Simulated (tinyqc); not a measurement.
Junctionless gate-all-around wire, depletion approximation: one step of the calculation.

A uniformly doped n-type wire of radius R under a surrounding gate; long channel. Below flat band a shell from radius rc to R is fully depleted and the neutral core, at channel potential V (0 at the source, Vd at the drain), carries the current with constant mobility; s = (rc/R)^2 is the share of the cross-section that conducts. The edge of the depleted shell is taken as abrupt, so there is no subthreshold current.

Question. Core radius, conductance and current. s solves Vfb - Vg + V = A (1 - s + s ln s) + B (1 - s), and s = 0 where the left side exceeds A + B. I = (q mu Nd pi R^2/L)[g(s0) - g(sL)], g = A (s^2/4 - (s^2/2) ln s) + B s^2/2, with s0 at V = 0 and sL at V = Vd. rc = R sqrt(s0); the small-signal conductance at Vd = 0 is q mu Nd pi R^2 s0/L.

Values chosen for this exercise; material values close to those of germanium:
- R = 6 nm (wire radius)
- Nd = 1.4e19 cm^-3 (donor density)
- mu = 52 cm^2/(V s) (effective mobility in the wire)
- L = 0.1 um (gate length)
- Vd = 0.2 V (drain voltage)

Constants: q = 1.602176634e-19 C. Results are converted to the units shown.

s0 = 0.33654678
sL = 0.089778755
A = 0.13987645 V
B = 0.58551832 V

Wanted: rc at the source; conductance; I.

Answer.

rc at the source = 3.4808 nm
conductance = 4.4396 uS
I = 0.55069 uA

Numbers from tinyqc (`OMP_NUM_THREADS=1 python tinyqc.py 2460097 2460098 out.jsonl`; about 0.01 s on one thread of a shared Intel Xeon 2.30GHz).
